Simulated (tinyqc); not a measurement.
Inside a calculation: Bethe-Salpeter matrix of a two-band chain (Tamm-Dancoff form). Values are carried at full precision from step to step, so a last printed digit may differ when a step is redone from the rounded ones.

One valence and one conduction band, lattice period 1, mesh k = 2 pi j/N. Pair energies D(k) = Eg + 2 t sum(1 - cos k), t = tc + tv. Screened attraction W(R) = U at R = 0 and V/|R| otherwise, R over the N cells with the nearest image; W(q) = sum_R W(R) cos(q R). H(k, k') = D(k) delta - W(k - k')/Nk + 2 J/Nk for singlets (J = 0 for triplets), Nk the number of k points. With a constant transition dipole the strength of a state is f = (sum_k A_k)^2/Nk, and the f sum to 1.

Values chosen for the exercise:
```
symbol  value  unit  meaning
Eg      2.4    eV    quasiparticle gap
tc      0.59   eV    conduction hopping
tv      0.24   eV    valence hopping
U       0.8    eV    attraction in the same cell
V       0.45   eV    attraction at one cell distance
J       0.29   eV    exchange in the same cell
N       6            k points along each axis
```

## Pair energies and the kernel

List D(k), W(R) and W(q) on the mesh.

Mesh values (eV):
```
index j  D(k_j)  W(R = j)  W(q_j)
j0       2.4000    0.8000  2.3000
j1       3.2300    0.4500  0.8750
j2       4.8900    0.2250  0.2750
j3       5.7200    0.1500  0.2000
j4       4.8900    0.2250  0.2750
j5       3.2300    0.4500  0.8750
```

## The singlet matrix

Fill in H.

H (eV), rows j0, j1, j2, j3, j4, j5 and columns alike:
```
[[2.1133, -0.0492, 0.0508, 0.0633, 0.0508, -0.0492],
 [-0.0492, 2.9433, -0.0492, 0.0508, 0.0633, 0.0508],
 [0.0508, -0.0492, 4.6033, -0.0492, 0.0508, 0.0633],
 [0.0633, 0.0508, -0.0492, 5.4333, -0.0492, 0.0508],
 [0.0508, 0.0633, 0.0508, -0.0492, 4.6033, -0.0492],
 [-0.0492, 0.0508, 0.0633, 0.0508, -0.0492, 2.9433]]
```

## Exciton levels and strengths

Diagonalise. For the lowest state give the amplitudes A_k (norm 1, largest positive) and f = (sum_k A_k)^2/Nk, Nk the size of the matrix.

levels (eV): [2.1043, 2.8849, 2.9977, 4.5601, 4.6506, 5.4424]

amplitudes of the lowest state: j0 0.996, j1 0.057, j2 -0.021, j3 -0.021, j4 -0.021, j5 0.057

f of the lowest state = 0.183

The lowest state lies 0.2957 eV below the gap Eg = 2.4 eV and holds 18 % of the strength, against 17 % for one free pair. On a fine mesh the triplet and singlet bindings are 0.3959 and 0.2385 eV.

## Spectrum with and without the kernel

Distinct levels with their degeneracy and summed f, for singlets, beside the sorted triplet levels and free pairs.

Singlets:
```
E (eV)  degeneracy       f
2.1043           1  0.1826
2.8849           1  0.0000
2.9977           1  0.2782
4.5601           1  0.0000
4.6506           1  0.3947
5.4424           1  0.1444
```

triplet levels (eV): [1.9602, 2.8342, 2.8849, 4.4374, 4.5601, 5.3831]

free pairs (eV): [2.4000, 3.2300, 3.2300, 4.8900, 4.8900, 5.7200]

2 of the 6 singlets are dark; those whose amplitude vanishes at R = 0 also feel neither U nor J. The lowest singlet lies 0.1441 eV above the lowest triplet; first order gives 2 J f = 0.1890 eV with the f of the triplet envelope. The centre of the spectrum, sum f E = 3.8400 eV, equals mean D - U + 2J = 3.8400 eV.

## Checks

- Levels from the matrix in the electron-hole distance R against those in k: they agree to 1e-10 or better.

Computed by tinyqc, a small Python program: `OMP_NUM_THREADS=1 python tinyqc.py 1281819 1281820 out.jsonl` (the numbers bound the seed that draws the inputs); one thread of a shared host (Intel(R) Xeon(R) Processor @ 2.30GHz), about 0.1 s for the whole set of steps.
